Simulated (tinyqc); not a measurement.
Comparisons within one model: five-level k.p model folded onto the conduction band. A value that a table varies takes the place of the one given here.

For k along z and one spin sector the level c couples to four states. With c0 = hbar^2/2m0, P = sqrt(Ep c0), P2 = sqrt(Ep2 c0): diagonal Eg + (1 + Cm) c0 k^2 for c, and 0, -Dso, E7 + D2, E7 for lh, so, G8 up, G7 up (their own dispersion is left out); couplings of c: sqrt(2/3) P k to lh, sqrt(1/3) P k to so, sqrt(2/3) P2 k to G8 up, sqrt(1/3) P2 k to G7 up (phases chosen real).

Expanding E = H_cc + S(E) about Eg in powers of k^2, with s_n = sum_j H_cj^2/(Eg - H_jj)^n: order k^2: e2 = (1 + Cm) c0 k^2 + s1; order k^4: e4 = -s2 e2; order k^6: e6 = s3 e2^2 + s2^2 e2.

Second-order sums for the lowest conduction level at E: 1/m = 1 + Cm + (Ep/3)(2/E + 1/(E + Dso)) - (Ep2/3)(2/(E7 + D2 - E) + 1/(E7 - E)); g/2 = 1 + Cg - (Ep/3)(1/E - 1/(E + Dso)) - (Ep2/3)(1/(E7 - E) - 1/(E7 + D2 - E)). E is counted from the top of the valence band; E = Eg at the edge.

Constants: hbar^2/2m0 = 3.80998211 eV angstrom^2.

Values chosen for the exercise (near those of ZnSe; not measured data):
```
symbol  value  unit  meaning
Eg      2.803  eV    gap at Gamma to the s-like level
Dso     0.403  eV    spin-orbit splitting
Ep      24.3   eV    Kane energy
E7      7.24   eV    upper Gamma7 conduction level, from the valence top
D2      0.09   eV    its spin-orbit splitting, Gamma8 above Gamma7
Ep2     1.9    eV    Kane energy to the upper levels
Cm      -2.9         remote term in 1/m
Cg      0            remote term in g/2
```

## How far the series holds

Energies from Eg; Pk/Eg measures the coupling.

Levels (eV):
```
k (1/angstrom)  Pk/Eg  to k^2   to k^4   to k^6   exact
0.0437          0.150  0.0435   0.0426   0.0426  0.0426
0.0999          0.343  0.2275   0.2020   0.2068  0.2059
0.1561          0.536  0.5555   0.4037   0.4727  0.4484
0.2122          0.728  1.0265   0.5081   0.9436  0.7279
0.2684          0.921  1.6423   0.3153   2.0985  1.0184
0.3246          1.114  2.4020  -0.4367   5.1428  1.3033
0.3808          1.307  3.3058  -2.0710  12.4732  1.5729
0.4370          1.500  4.3535  -4.9716  28.2481  1.8217
```

Within 2 % of the exact level stay: the k^2 term in no row, the sum to k^4 up to Pk/Eg = 0.34, the sum to k^6 up to Pk/Eg = 0.34. In the last row the errors are +2532, -6793 and +26426 meV: higher orders make it worse, since the series in k^2 converges only for Pk below about Eg/2 in the two-level limit E = Eg/2 + sqrt(Eg^2/4 + P^2 k^2).

## Mass and g factor above the band edge

The sums are evaluated at E = Eg + dE, as is done for confined or hot electrons.

Results:
```
dE (meV)    m(E)   g(E)  m(E)/m(Eg)  1 + dE/Eg
0         0.1671  1.268      1.0000     1.0000
20        0.1688  1.277      1.0099     1.0071
50        0.1713  1.291      1.0248     1.0178
100       0.1755  1.314      1.0500     1.0357
150       0.1798  1.335      1.0757     1.0535
200       0.1841  1.355      1.1018     1.0714
300       0.1931  1.393      1.1555     1.1070
```

Over 300 meV the mass grows by 15.5 %, against 10.7 % for two levels alone, and g moves from 1.268 to 1.393, towards the free value 2.

## Six materials (three-level Kane formulas for mass and g factor)

1/m = 1 + (Ep/3)(2/Eg + 1/(Eg + Dso)), g = 2 - (2 Ep/3)(1/Eg - 1/(Eg + Dso)). The inputs are values chosen for the exercise.

Results:
```
case         Eg (eV)  Dso (eV)  Ep (eV)  m (m0)        g   Eg/Ep
A near GaP     2.937     0.079     31.9  0.0850    1.810  0.0921
B near InSb    0.235     0.822     23.5  0.0133  -49.845  0.0100
C near Ge      0.913     0.295     26.4  0.0363   -2.708  0.0346
D near GaSb    0.822     0.747     26.5  0.0356   -8.232  0.0310
E near GaAs    1.493     0.343     25.7  0.0583   -0.144  0.0581
F near CdTe    1.619     0.900     18.4  0.0908   -0.707  0.0880
```

The mass follows the gap: m/(Eg/Ep) lies between 0.92 and 1.33, while m itself spans a factor of 6.8. The order by mass differs from the order by gap. g is negative for B, C, D, E and F; it needs Ep Dso > 3 Eg (Eg + Dso). Where g is small, two larger terms cancel: 5 % in Ep moves g by (2 - g)/20, and the levels left out move it by tenths. Remote bands, left out here, make real masses heavier, by up to a half in the wider-gap crystals. All rows are for the Gamma valley, which is not the lowest one in GaP and Ge.

## What each parameter does

Mass and g at E = Eg. Each row changes one parameter from the base and keeps the others.

Results:
```
case             m (m0)       g
base            0.16713  1.2678
Eg = 3.083 eV   0.19129  1.3861
Dso = 0.443 eV  0.16800  1.2056
Ep = 26.73 eV   0.14675  1.1952
E7 = 7.964 eV   0.16551  1.2693
D2 = 0.099 eV   0.16711  1.2673
Ep2 = 1.71 eV   0.16595  1.2684
```

The largest shifts from the base row, up to three for each result and ties (the steps differ in size, so this ranks the rows, not the parameters). m (m0): Eg +0.02417, Ep -0.02037, E7 -0.00162. g: Eg +0.1183, Ep -0.0726, Dso -0.0623.

(tinyqc, `OMP_NUM_THREADS=1 python tinyqc.py 1080721 1080722 out.jsonl`, Intel(R) Xeon(R) Processor @ 2.30GHz, 1 thread, shared host, about 0.01 s.)
